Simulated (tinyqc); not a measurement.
Worked calculation: Hubbard ring of 3 sites. One step of it, computed by the program tinyqc.

Task: Mean-field iteration 1. H(up) = T + U n(down), H(down) = T + U n(up); fill the lowest levels; n(new) = n + mixing (n(out) - n); E = tr T (rho up + rho down) + U sum n_up n_down of the output.

one-body matrix (hopping and site energies) (eV):
```
           1          2          3
1   0.000000  -0.840000  -0.840000
2  -0.840000   0.000000  -0.840000
3  -0.840000  -0.840000   0.000000
```

U = 11.700000 eV

electrons, up and down: 2  1

mixing = 1

n(up) at the start (a guess, not normalised): 1 0.717000, 2 0.617000, 3 0.717000

n(down) at the start (a guess): 1 0.283000, 2 0.383000, 3 0.283000

Give: levels, up; levels, down; energy; n(up) after iteration 1; n(down) after iteration 1.

Result:

levels, up (eV): 1.920  4.151  5.032

levels, down (eV): 6.185  8.583  9.229

energy = 3.480 eV

n(up) after iteration 1: 1 0.911, 2 0.177, 3 0.911

n(down) after iteration 1: 1 0.216, 2 0.569, 3 0.216
